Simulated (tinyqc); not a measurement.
# A double barrier with mass mismatch, transfer matrices: what changes with what

One electron of energy E comes from the left lead (band edge 0); no transverse momentum. Parabolic bands, masses in units of m0, C = hbar^2/(2 m0); psi and psi'/m are continuous at every interface. Barrier d1, well Lw, barrier d2; the right lead equals the left one.

Values chosen for this exercise; masses and offsets close to those of GaAs wells and AlGaAs barriers: mass in the left lead mL = 0.065 m0; barrier height U1 = 0.25 eV; barrier mass m1 = 0.09 m0; width of the first barrier d1 = 2.9 nm; well width (edge 0, mass mL) Lw = 6.4 nm; width of the second barrier d2 = 2.9 nm.

Constants: q = 1.602176634e-19 C, hbar = 1.054571817e-34 J s, m0 = 9.1093837015e-31 kg, hbar^2/(2 m0) = 0.0380998212 eV nm^2. Results are converted to the units shown.

Each table varies one quantity; the others keep the values above.

## Transmission against energy

For the pair (psi, psi'/m) a flat layer has M = [[cos kd, (m/k) sin kd], [-(k/m) sin kd, cos kd]] with k = sqrt(m (E - U)/C) above its edge U, and M = [[cosh Kd, (m/K) sinh Kd], [(K/m) sinh Kd, cosh Kd]] with K = sqrt(m (U - E)/C) below it. The matrices are multiplied with later layers to the left. With M acting on (psi, psi'/m) and v = k/m in each lead, T(E) = 4 vL vR/[(vL vR M12 - M21)^2 + (vR M11 + vL M22)^2]. The last column is exp(-2 sum K d) over the layers with U > E.

Transmission against energy:
```
E (eV)      T(E)  exp(-2 sum K d)
0.02    1.286e-4         1.935e-4
0.059     0.2352         4.131e-4
0.098   0.005409         9.578e-4
0.137   0.009118         0.002496
0.176    0.03936         0.007829
0.215     0.7098          0.03560
0.255     0.2281            1.000
0.294     0.1222            1.000
0.333     0.1365            1.000
0.372     0.2254            1.000
0.411     0.4682            1.000
0.45      0.8756            1.000
```

Read the table: what changes, and by how much?

T(E) runs from 1.29e-4 at 0.02 eV to 0.876 at 0.45 eV; among the rows its largest value is 0.876 at 0.45 eV. Below the barriers it exceeds exp(-2 sum K d) by up to a factor of 569 (at 0.059 eV), which marks a resonance or miniband close to that energy.

## Resonance against the well width

The lowest resonance is the first maximum of T(E); its width is the full width at half maximum, and tau = hbar/width. The last column is the lowest level of an infinitely deep well, C (pi/Lw)^2/mL.

Resonance against the well width:
```
Lw (nm)  E_r (eV)  peak T(E)  width (meV)  tau (fs)  infinite well (eV)
3.8        0.1025      1.000        8.454     77.86              0.4006
5.1       0.07466      1.000        4.247     155.0              0.2224
6.4       0.05675      1.000        2.372     277.5              0.1412
7.7       0.04456      1.000        1.431     459.9             0.09757
9         0.03591      1.000       0.9156     718.9             0.07142
10.2      0.02998      1.000       0.6316      1042             0.05560
11.5      0.02507      1.000       0.4381      1503             0.04374
12.8      0.02128      1.000       0.3135      2100             0.03531
```

What does the comparison show, and why?

E_r falls from 0.102 to 0.0213 eV, as Lw^(-1.29) over the table, slower than the Lw^(-2) of an infinite well because the wave reaches into the barriers; E_r is 0.26 of the infinite-well level in the first row and 0.60 in the last. The width falls from 8.45 to 0.313 meV.

Numbers from tinyqc (`OMP_NUM_THREADS=1 python tinyqc.py 2560018 2560019 out.jsonl`; about 0.04 s on one thread of a shared Intel Xeon 2.30GHz).
